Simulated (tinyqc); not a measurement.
Worked calculation (part 1 of 2): UKS/LDA (PW92) in the sto-3g basis, for BeH, spin multiplicity 2. Computed by tinyqc, a small Python program that keeps every step (integrals from PySCF). Settings: charge = 0, multiplicity = 2, basis = sto-3g, energy threshold = 1e-10, iteration cap = 51, orthogonalisation = symmetric, start = random, DIIS depth = 4, DIIS from iteration = 2, damping = 0.5, method = UKS, functional = lda,pw, grid = [10, 14]. Command: `OMP_NUM_THREADS=1 python tinyqc.py 20800 20801 out.jsonl` (the two numbers bound the seeds that draw the settings). One thread of a shared host (Intel(R) Xeon(R) Processor @ 2.60GHz), about 2 s of CPU time with the checks. Later iterations appear only in the table of the cycle.

## One-electron integrals

Geometry (angstrom):
```
atom        x        y        z
Be    0.00000  0.00000  0.00000
H     0.00000  0.00000  2.53200
```

Basis sto-3g: exponents (1/bohr^2) and contraction coefficients of normalised primitives:
```
element  l (shell)  exponent  coefficient
Be           s (1)  30.16787      0.15433
Be           s (1)   5.49512      0.53533
Be           s (1)   1.48719      0.44463
Be           s (2)   1.31483     -0.09997
Be           s (2)   0.30554      0.39951
Be           s (2)   0.09937      0.70012
Be           p (3)   1.31483      0.15592
Be           p (3)   0.30554      0.60768
Be           p (3)   0.09937      0.39196
H            s (1)   3.42525      0.15433
H            s (1)   0.62391      0.53533
H            s (1)   0.16886      0.44463
```

Overlap, kinetic and nuclear-attraction integrals over the contracted functions; the nuclear repulsion is the sum of Za Zb / Rab.

nuclear repulsion = 0.8359830 hartree

overlap S, order 1Be 1s, 1Be 2s, 1Be 2px, 1Be 2py, 1Be 2pz, 2H 1s:
$$\begin{pmatrix}
1.00000 & 0.25952 & 0.00000 & 0.00000 & 0.00000 & 0.00409 \\
0.25952 & 1.00000 & 0.00000 & 0.00000 & 0.00000 & 0.11779 \\
0.00000 & 0.00000 & 1.00000 & 0.00000 & 0.00000 & 0.00000 \\
0.00000 & 0.00000 & 0.00000 & 1.00000 & 0.00000 & 0.00000 \\
0.00000 & 0.00000 & 0.00000 & 0.00000 & 1.00000 & 0.17343 \\
0.00409 & 0.11779 & 0.00000 & 0.00000 & 0.17343 & 1.00000
\end{pmatrix}$$

kinetic energy T (hartree), order 1Be 1s, 1Be 2s, 1Be 2px, 1Be 2py, 1Be 2pz, 2H 1s:
$$\begin{pmatrix}
6.69397 & -0.03301 & 0.00000 & 0.00000 & 0.00000 & -0.00269 \\
-0.03301 & 0.21111 & 0.00000 & 0.00000 & 0.00000 & -0.00707 \\
0.00000 & 0.00000 & 0.66059 & 0.00000 & 0.00000 & 0.00000 \\
0.00000 & 0.00000 & 0.00000 & 0.66059 & 0.00000 & 0.00000 \\
0.00000 & 0.00000 & 0.00000 & 0.00000 & 0.66059 & 0.00454 \\
-0.00269 & -0.00707 & 0.00000 & 0.00000 & 0.00454 & 0.76003
\end{pmatrix}$$

nuclear attraction V (hartree), order 1Be 1s, 1Be 2s, 1Be 2px, 1Be 2py, 1Be 2pz, 2H 1s:
$$\begin{pmatrix}
-14.77009 & -1.95348 & 0.00000 & 0.00000 & -0.00504 & -0.02935 \\
-1.95348 & -2.52200 & 0.00000 & 0.00000 & -0.05425 & -0.21859 \\
0.00000 & 0.00000 & -2.49338 & 0.00000 & 0.00000 & 0.00000 \\
0.00000 & 0.00000 & 0.00000 & -2.49338 & 0.00000 & 0.00000 \\
-0.00504 & -0.05425 & 0.00000 & 0.00000 & -2.52339 & -0.31494 \\
-0.02935 & -0.21859 & 0.00000 & 0.00000 & -0.31494 & -2.06258
\end{pmatrix}$$

core Hamiltonian H = T + V (hartree), order 1Be 1s, 1Be 2s, 1Be 2px, 1Be 2py, 1Be 2pz, 2H 1s:
$$\begin{pmatrix}
-8.07611 & -1.98650 & 0.00000 & 0.00000 & -0.00504 & -0.03203 \\
-1.98650 & -2.31089 & 0.00000 & 0.00000 & -0.05425 & -0.22566 \\
0.00000 & 0.00000 & -1.83279 & 0.00000 & 0.00000 & 0.00000 \\
0.00000 & 0.00000 & 0.00000 & -1.83279 & 0.00000 & 0.00000 \\
-0.00504 & -0.05425 & 0.00000 & 0.00000 & -1.86279 & -0.31039 \\
-0.03203 & -0.22566 & 0.00000 & 0.00000 & -0.31039 & -1.30255
\end{pmatrix}$$

## Two-electron integrals

Functions are numbered as in S; the eight-fold symmetry (ij|kl) = (ji|kl) = (kl|ij) leaves the list below.

Two-electron integrals (ij|kl) in chemists' order, unique and non-zero (hartree):
```
(11|11) 2.29883    (21|11) 0.39204    (21|21) 0.07954    (22|11) 0.57099
(22|21) 0.14304    (22|22) 0.41768    (31|31) 0.01461    (32|31) 0.02189
(32|32) 0.09226    (33|11) 0.56958    (33|21) 0.14308    (33|22) 0.41759
(33|33) 0.44986    (41|41) 0.01461    (42|41) 0.02189    (42|42) 0.09226
(43|43) 0.02425    (44|11) 0.56958    (44|21) 0.14308    (44|22) 0.41759
(44|33) 0.40136    (44|44) 0.44986    (51|51) 0.01461    (52|51) 0.02189
(52|52) 0.09226    (53|53) 0.02425    (54|54) 0.02425    (55|11) 0.56958
(55|21) 0.14308    (55|22) 0.41759    (55|33) 0.40136    (55|44) 0.40136
(55|55) 0.44986    (61|11) 0.00589    (61|21) 0.00121    (61|22) 0.00223
(61|33) 0.00222    (61|44) 0.00222    (61|51) 0.00014    (61|52) 0.00027
(61|55) 0.00228    (61|61) 1.99e-05   (62|11) 0.03746    (62|21) 0.00964
(62|22) 0.03402    (62|33) 0.03256    (62|44) 0.03256    (62|51) 0.00117
(62|52) 0.00922    (62|55) 0.03690    (62|61) 0.00017    (62|62) 0.00634
(63|31) 0.00050    (63|32) 0.00300    (63|53) 0.00127    (63|63) 0.00033
(64|41) 0.00050    (64|42) 0.00300    (64|54) 0.00127    (64|64) 0.00033
(65|11) 0.05126    (65|21) 0.01326    (65|22) 0.04790    (65|33) 0.04546
(65|44) 0.04546    (65|51) 0.00179    (65|52) 0.01408    (65|55) 0.05274
(65|61) 0.00024    (65|62) 0.00966    (65|65) 0.01480    (66|11) 0.20899
(66|21) 0.05423    (66|22) 0.20810    (66|33) 0.19856    (66|44) 0.19856
(66|51) 0.00504    (66|52) 0.05322    (66|55) 0.22691    (66|61) 0.00093
(66|62) 0.05719    (66|65) 0.09039    (66|66) 0.77461
```

## Orthogonalisation

S = U s U^T; symmetric (Loewdin) form X = U s^(-1/2) U^T, so that X^T S X = 1.

eigenvalues of S: [0.70461, 0.84668, 1.00000, 1.00000, 1.14949, 1.29921]

X, order 1Be 1s, 1Be 2s, 1Be 2px, 1Be 2py, 1Be 2pz, 2H 1s:
$$\begin{pmatrix}
1.02678 & -0.13661 & 0.00000 & 0.00000 & -0.00152 & 0.01027 \\
-0.13661 & 1.03244 & 0.00000 & 0.00000 & 0.00827 & -0.06288 \\
0.00000 & 0.00000 & 1.00000 & 0.00000 & 0.00000 & 0.00000 \\
0.00000 & 0.00000 & 0.00000 & 1.00000 & 0.00000 & 0.00000 \\
-0.00152 & 0.00827 & 0.00000 & 0.00000 & 1.01166 & -0.08922 \\
0.01027 & -0.06288 & 0.00000 & 0.00000 & -0.08922 & 1.01724
\end{pmatrix}$$

## Starting guess

The start is random orthonormal orbitals; D(s) = C_occ C_occ^T for each spin.

D(alpha) at the start, order 1Be 1s, 1Be 2s, 1Be 2px, 1Be 2py, 1Be 2pz, 2H 1s:
$$\begin{pmatrix}
0.32654 & 0.16258 & -0.23534 & 0.06388 & 0.11028 & -0.34924 \\
0.16258 & 0.44934 & -0.16147 & -0.07035 & -0.39020 & 0.01257 \\
-0.23534 & -0.16147 & 0.47024 & 0.32505 & -0.21319 & 0.04879 \\
0.06388 & -0.07035 & 0.32505 & 0.47679 & -0.08250 & -0.33932 \\
0.11028 & -0.39020 & -0.21319 & -0.08250 & 0.69377 & -0.22879 \\
-0.34924 & 0.01257 & 0.04879 & -0.33932 & -0.22879 & 0.57820
\end{pmatrix}$$

D(beta) at the start, order 1Be 1s, 1Be 2s, 1Be 2px, 1Be 2py, 1Be 2pz, 2H 1s:
$$\begin{pmatrix}
0.28061 & 0.17908 & -0.30901 & -0.08000 & 0.11191 & -0.21783 \\
0.17908 & 0.44341 & -0.13501 & -0.01867 & -0.39079 & -0.03463 \\
-0.30901 & -0.13501 & 0.35204 & 0.09422 & -0.21058 & 0.25961 \\
-0.08000 & -0.01867 & 0.09422 & 0.02600 & -0.07739 & 0.07238 \\
0.11191 & -0.39079 & -0.21058 & -0.07739 & 0.69371 & -0.23346 \\
-0.21783 & -0.03463 & 0.25961 & 0.07238 & -0.23346 & 0.20220
\end{pmatrix}$$

## Iteration 1: exchange-correlation on the grid

Becke grid with 10 radial and 14 angular points per atom, points of zero weight dropped. rho = sum D_ij phi_i phi_j; V_xc,ij = sum w v_xc phi_i phi_j; v_xc is d(rho eps)/d rho(s) for spin s.

The 8 grid points with the largest w rho, of 276 (bohr, atomic units):
```
x                y         z         w  rho(alpha)  rho(beta)    eps_xc  v_xc(alpha)
0.00000    0.00000  -1.85219   2.86271     0.04010    0.04007  -0.37011     -0.48352
1.06936    1.06936  -1.06936   3.22054     0.03748    0.02826  -0.34927     -0.46798
-1.06936  -1.06936  -1.06936   3.22054     0.03522    0.02326  -0.33804     -0.45678
-1.06936  -1.06936   1.06936   3.21885     0.03128    0.01823  -0.32247     -0.43824
0.00000    0.00000  -3.06012  11.31744     0.00671    0.00671  -0.21504     -0.27989
1.06936   -1.06936  -1.06936   3.22054     0.02368    0.02210  -0.31194     -0.40980
-1.06936   1.06936  -1.06936   3.22054     0.02241    0.02172  -0.30843     -0.40366
1.76676    1.76676  -1.76676  12.73212     0.00631    0.00476  -0.20340     -0.27028
```

electrons on the grid, sum of w rho = 5.00831

E_xc = sum of w rho eps_xc = -1.8177548 hartree

V_xc(alpha) (hartree), order 1Be 1s, 1Be 2s, 1Be 2px, 1Be 2py, 1Be 2pz, 2H 1s:
$$\begin{pmatrix}
-1.06871 & -0.18360 & 0.01325 & -0.00092 & 0.00628 & -0.00271 \\
-0.18360 & -0.34840 & 0.02952 & 0.00333 & 0.04424 & -0.03150 \\
0.01325 & 0.02952 & -0.34323 & -0.01981 & 0.01982 & 0.00148 \\
-0.00092 & 0.00333 & -0.01981 & -0.34113 & 0.00222 & 0.00038 \\
0.00628 & 0.04424 & 0.01982 & 0.00222 & -0.35493 & -0.04735 \\
-0.00271 & -0.03150 & 0.00148 & 0.00038 & -0.04735 & -0.40298
\end{pmatrix}$$

V_xc(beta) (hartree), order 1Be 1s, 1Be 2s, 1Be 2px, 1Be 2py, 1Be 2pz, 2H 1s:
$$\begin{pmatrix}
-1.02697 & -0.17408 & 0.01669 & 0.00329 & 0.00738 & -0.00256 \\
-0.17408 & -0.32118 & 0.03484 & 0.00489 & 0.05191 & -0.02594 \\
0.01669 & 0.03484 & -0.32155 & -0.00964 & 0.02483 & 0.00170 \\
0.00329 & 0.00489 & -0.00964 & -0.30018 & 0.00402 & 0.00029 \\
0.00738 & 0.05191 & 0.02483 & 0.00402 & -0.33613 & -0.03855 \\
-0.00256 & -0.02594 & 0.00170 & 0.00029 & -0.03855 & -0.31874
\end{pmatrix}$$

## Iteration 1: building the Kohn-Sham matrix

J_ij = sum D_kl (ij|kl) with D = D(alpha) + D(beta); F = H + J + V_xc; E = tr D H + tr D J / 2 + E_xc + E_nn.

Coulomb J (hartree), order 1Be 1s, 1Be 2s, 1Be 2px, 1Be 2py, 1Be 2pz, 2H 1s:
$$\begin{pmatrix}
3.82575 & 0.83647 & -0.02857 & -0.00464 & -0.02563 & 0.01262 \\
0.83647 & 2.06412 & -0.07669 & -0.01874 & -0.10658 & 0.17541 \\
-0.02857 & -0.07669 & 2.05396 & 0.02033 & -0.01977 & -0.00320 \\
-0.00464 & -0.01874 & 0.02033 & 2.03847 & -0.00843 & -0.00113 \\
-0.02563 & -0.10658 & -0.01977 & -0.00843 & 2.09651 & 0.25132 \\
0.01262 & 0.17541 & -0.00320 & -0.00113 & 0.25132 & 1.36415
\end{pmatrix}$$

F(alpha) (hartree), order 1Be 1s, 1Be 2s, 1Be 2px, 1Be 2py, 1Be 2pz, 2H 1s:
$$\begin{pmatrix}
-5.31907 & -1.33363 & -0.01532 & -0.00555 & -0.02439 & -0.02212 \\
-1.33363 & -0.59517 & -0.04717 & -0.01540 & -0.11659 & -0.08175 \\
-0.01532 & -0.04717 & -0.12206 & 0.00052 & 0.00005 & -0.00172 \\
-0.00555 & -0.01540 & 0.00052 & -0.13545 & -0.00621 & -0.00075 \\
-0.02439 & -0.11659 & 0.00005 & -0.00621 & -0.12122 & -0.10642 \\
-0.02212 & -0.08175 & -0.00172 & -0.00075 & -0.10642 & -0.34137
\end{pmatrix}$$

F(beta) (hartree), order 1Be 1s, 1Be 2s, 1Be 2px, 1Be 2py, 1Be 2pz, 2H 1s:
$$\begin{pmatrix}
-5.27734 & -1.32411 & -0.01188 & -0.00135 & -0.02329 & -0.02197 \\
-1.32411 & -0.56796 & -0.04185 & -0.01385 & -0.10893 & -0.07619 \\
-0.01188 & -0.04185 & -0.10038 & 0.01070 & 0.00506 & -0.00150 \\
-0.00135 & -0.01385 & 0.01070 & -0.09450 & -0.00442 & -0.00084 \\
-0.02329 & -0.10893 & 0.00506 & -0.00442 & -0.10241 & -0.09762 \\
-0.02197 & -0.07619 & -0.00150 & -0.00084 & -0.09762 & -0.25714
\end{pmatrix}$$

total energy of this density = -9.1994087 hartree

This density is the starting one.

## Iteration 1: diagonalisation and new density

Diagonalise F' = X^T F X, C = X C', fill 3 alpha and 2 beta electrons from the bottom; D(s) = C_occ C_occ^T; the new density keeps 0.5 of the old one (damping). Each column has its largest component positive (the first on a tie).

F' = X^T F X (alpha) (hartree):
$$\begin{pmatrix}
-5.24502 & -0.60839 & -0.00930 & -0.00360 & -0.01142 & 0.01256 \\
-0.60839 & -0.35042 & -0.04649 & -0.01515 & -0.10978 & -0.03165 \\
-0.00930 & -0.04649 & -0.12206 & 0.00052 & -0.00017 & 0.00106 \\
-0.00360 & -0.01515 & 0.00052 & -0.13545 & -0.00633 & 0.00070 \\
-0.01142 & -0.10978 & -0.00017 & -0.00633 & -0.10935 & -0.06213 \\
0.01256 & -0.03165 & 0.00106 & 0.00070 & -0.06213 & -0.32735
\end{pmatrix}$$

orbital energies (alpha) (hartree): MO1 -5.31969, MO2 -0.39054, MO3 -0.28213, MO4 -0.13497, MO5 -0.11693, MO6 -0.04540

coefficients C (alpha), order 1Be 1s, 1Be 2s, 1Be 2px, 1Be 2py, 1Be 2pz, 2H 1s:
$$\begin{pmatrix}
1.00250 & -0.15165 & 0.18267 & 0.01295 & 0.02589 & 0.10416 \\
-0.00986 & 0.58806 & -0.73565 & -0.05382 & -0.11153 & -0.43148 \\
0.00286 & 0.09855 & -0.19070 & -0.22034 & 0.91820 & 0.24953 \\
0.00105 & 0.04195 & -0.07557 & 0.97367 & 0.21072 & 0.01006 \\
0.00442 & 0.33225 & -0.23299 & 0.02684 & -0.31555 & 0.87550 \\
0.00042 & 0.62975 & 0.77035 & 0.00331 & 0.14464 & -0.18931
\end{pmatrix}$$

F' = X^T F X (beta) (hartree):
$$\begin{pmatrix}
-5.20319 & -0.60778 & -0.00650 & 0.00051 & -0.01131 & 0.01284 \\
-0.60778 & -0.32359 & -0.04144 & -0.01409 & -0.10216 & -0.03343 \\
-0.00650 & -0.04144 & -0.10038 & 0.01070 & 0.00492 & 0.00053 \\
0.00051 & -0.01409 & 0.01070 & -0.09450 & -0.00450 & 0.00039 \\
-0.01131 & -0.10216 & 0.00492 & -0.00450 & -0.09090 & -0.06277 \\
0.01284 & -0.03343 & 0.00053 & 0.00039 & -0.06277 & -0.24216
\end{pmatrix}$$

orbital energies (beta) (hartree): MO1 -5.27790, MO2 -0.33979, MO3 -0.21699, MO4 -0.10902, MO5 -0.08364, MO6 -0.02738

coefficients C (beta), order 1Be 1s, 1Be 2s, 1Be 2px, 1Be 2py, 1Be 2pz, 2H 1s:
$$\begin{pmatrix}
1.00244 & -0.18559 & 0.15322 & 0.00979 & 0.01881 & 0.09895 \\
-0.00964 & 0.72547 & -0.62226 & -0.04348 & -0.07846 & -0.40861 \\
0.00222 & 0.11032 & -0.18755 & 0.73633 & 0.56937 & 0.29374 \\
0.00023 & 0.04365 & -0.04999 & -0.63898 & 0.76266 & 0.07518 \\
0.00424 & 0.38727 & -0.10164 & -0.20656 & -0.28704 & 0.86377 \\
0.00043 & 0.45488 & 0.86422 & 0.12310 & 0.15651 & -0.23099
\end{pmatrix}$$

D(alpha) after iteration 1, order 1Be 1s, 1Be 2s, 1Be 2px, 1Be 2py, 1Be 2pz, 2H 1s:
$$\begin{pmatrix}
0.69395 & -0.03544 & -0.14112 & 0.02238 & 0.01088 & -0.15180 \\
-0.03544 & 0.66822 & 0.01837 & 0.00495 & -0.01173 & -0.09191 \\
-0.14112 & 0.01837 & 0.25816 & 0.17180 & -0.06800 & -0.01803 \\
0.02238 & 0.00495 & 0.17180 & 0.24213 & -0.02548 & -0.18556 \\
0.01088 & -0.01173 & -0.06800 & -0.02548 & 0.42923 & -0.09952 \\
-0.15180 & -0.09191 & -0.01803 & -0.18556 & -0.09952 & 0.78411
\end{pmatrix}$$

D(beta) after iteration 1, order 1Be 1s, 1Be 2s, 1Be 2px, 1Be 2py, 1Be 2pz, 2H 1s:
$$\begin{pmatrix}
0.65998 & 0.01739 & -0.16363 & -0.04393 & 0.02214 & -0.15091 \\
0.01739 & 0.48490 & -0.02750 & 0.00650 & -0.05494 & 0.14768 \\
-0.16363 & -0.02750 & 0.18211 & 0.04952 & -0.08392 & 0.15489 \\
-0.04393 & 0.00650 & 0.04952 & 0.01395 & -0.03024 & 0.04612 \\
0.02214 & -0.05494 & -0.08392 & -0.03024 & 0.42186 & -0.02864 \\
-0.15091 & 0.14768 & 0.15489 & 0.04612 & -0.02864 & 0.20456
\end{pmatrix}$$

## Iteration 2: exchange-correlation on the grid

As before.

The 8 grid points with the largest w rho, of 276 (bohr, atomic units):
```
x                y         z         w  rho(alpha)  rho(beta)    eps_xc  v_xc(alpha)
1.06936    1.06936  -1.06936   3.22054     0.02265    0.01541  -0.29627     -0.39865
0.00000    0.00000  -1.85219   2.86271     0.02064    0.02005  -0.30092     -0.39364
-1.06936  -1.06936   1.06936   3.21885     0.02136    0.01414  -0.29026     -0.39107
0.00000    0.00000   1.85219   2.82724     0.01902    0.01663  -0.28921     -0.38190
-1.06936  -1.06936  -1.06936   3.22054     0.01799    0.01182  -0.27528     -0.37068
1.06936    1.06936   1.06936   3.21885     0.01793    0.00883  -0.26888     -0.36632
1.06936   -1.06936  -1.06936   3.22054     0.01436    0.01192  -0.26378     -0.34941
1.76676    1.76676  -1.76676  12.73212     0.00380    0.00259  -0.17269     -0.23019
```

electrons on the grid, sum of w rho = 5.02713

E_xc = sum of w rho eps_xc = -2.3154519 hartree

V_xc(alpha) (hartree), order 1Be 1s, 1Be 2s, 1Be 2px, 1Be 2py, 1Be 2pz, 2H 1s:
$$\begin{pmatrix}
-1.28756 & -0.20286 & 0.00406 & -0.00064 & 0.00024 & -0.00307 \\
-0.20286 & -0.33685 & 0.00258 & -0.00068 & 0.00081 & -0.03673 \\
0.00406 & 0.00258 & -0.33033 & -0.01116 & 0.00515 & 0.00020 \\
-0.00064 & -0.00068 & -0.01116 & -0.32646 & 0.00172 & 0.00012 \\
0.00024 & 0.00081 & 0.00515 & 0.00172 & -0.34544 & -0.05572 \\
-0.00307 & -0.03673 & 0.00020 & 0.00012 & -0.05572 & -0.45014
\end{pmatrix}$$

V_xc(beta) (hartree), order 1Be 1s, 1Be 2s, 1Be 2px, 1Be 2py, 1Be 2pz, 2H 1s:
$$\begin{pmatrix}
-1.27061 & -0.19755 & 0.00575 & 0.00093 & 0.00080 & -0.00299 \\
-0.19755 & -0.31602 & 0.00725 & -0.00008 & 0.00443 & -0.03196 \\
0.00575 & 0.00725 & -0.31168 & -0.00587 & 0.00660 & 0.00030 \\
0.00093 & -0.00008 & -0.00587 & -0.29746 & 0.00202 & 0.00007 \\
0.00080 & 0.00443 & 0.00660 & 0.00202 & -0.33073 & -0.04799 \\
-0.00299 & -0.03196 & 0.00030 & 0.00007 & -0.04799 & -0.35024
\end{pmatrix}$$

## Iteration 2: building the Kohn-Sham matrix

As before.

Coulomb J (hartree), order 1Be 1s, 1Be 2s, 1Be 2px, 1Be 2py, 1Be 2pz, 2H 1s:
$$\begin{pmatrix}
4.83221 & 0.96484 & -0.00916 & -0.00027 & 0.00262 & 0.01484 \\
0.96484 & 2.09166 & -0.01420 & 0.00033 & 0.03902 & 0.19720 \\
-0.00916 & -0.01420 & 2.07692 & 0.01073 & -0.00702 & -0.00066 \\
-0.00027 & 0.00033 & 0.01073 & 2.06799 & -0.00306 & -0.00019 \\
0.00262 & 0.03902 & -0.00702 & -0.00306 & 2.12346 & 0.28545 \\
0.01484 & 0.19720 & -0.00066 & -0.00019 & 0.28545 & 1.59408
\end{pmatrix}$$

F(alpha) (hartree), order 1Be 1s, 1Be 2s, 1Be 2px, 1Be 2py, 1Be 2pz, 2H 1s:
$$\begin{pmatrix}
-4.53147 & -1.22451 & -0.00510 & -0.00091 & -0.00219 & -0.02027 \\
-1.22451 & -0.55608 & -0.01163 & -0.00035 & -0.01443 & -0.06519 \\
-0.00510 & -0.01163 & -0.08620 & -0.00043 & -0.00187 & -0.00045 \\
-0.00091 & -0.00035 & -0.00043 & -0.09126 & -0.00133 & -0.00007 \\
-0.00219 & -0.01443 & -0.00187 & -0.00133 & -0.08477 & -0.08066 \\
-0.02027 & -0.06519 & -0.00045 & -0.00007 & -0.08066 & -0.15861
\end{pmatrix}$$

F(beta) (hartree), order 1Be 1s, 1Be 2s, 1Be 2px, 1Be 2py, 1Be 2pz, 2H 1s:
$$\begin{pmatrix}
-4.51452 & -1.21920 & -0.00342 & 0.00066 & -0.00163 & -0.02018 \\
-1.21920 & -0.53525 & -0.00695 & 0.00025 & -0.01081 & -0.06042 \\
-0.00342 & -0.00695 & -0.06755 & 0.00486 & -0.00042 & -0.00035 \\
0.00066 & 0.00025 & 0.00486 & -0.06226 & -0.00103 & -0.00012 \\
-0.00163 & -0.01081 & -0.00042 & -0.00103 & -0.07007 & -0.07293 \\
-0.02018 & -0.06042 & -0.00035 & -0.00012 & -0.07293 & -0.05871
\end{pmatrix}$$

total energy of this density = -12.2284706 hartree

This density is a damped mixture and is not idempotent.
